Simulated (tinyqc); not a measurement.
Worked calculation: lattice vibrations of a chain. One step of it, computed by the program tinyqc.

Problem. Frequencies. omega^2 are the eigenvalues; wavenumber = 521.4708 sqrt(eigenvalue) 1/cm.

D(q) (eV/(angstrom^2 u)):
```
[[1.153846, -0.397942, -0.086424+0.008169i, -0.435031+0.082987i],
 [-0.397942, 0.600945, -0.457914, -0.039350+0.003720i],
 [-0.086424-0.008169i, -0.457914, 1.817857, -0.548096],
 [-0.435031-0.082987i, -0.039350-0.003720i, -0.548096, 0.723598]]
```

Give: eigenvalues; wavenumbers; weights |e|^2 of the mass-weighted modes.

Solution.

eigenvalues: [0.0012, 0.6936, 1.4123, 2.1892]

wavenumbers (1/cm): [17.8, 434.3, 619.7, 771.6]

weights |e|^2 of the mass-weighted modes, order atom 1, atom 2, atom 3, atom 4:
```
[[0.2025, 0.0041, 0.7545, 0.0389],
 [0.3568, 0.5179, 0.0425, 0.0828],
 [0.1177, 0.0033, 0.1401, 0.7389],
 [0.3230, 0.4747, 0.0630, 0.1393]]
```
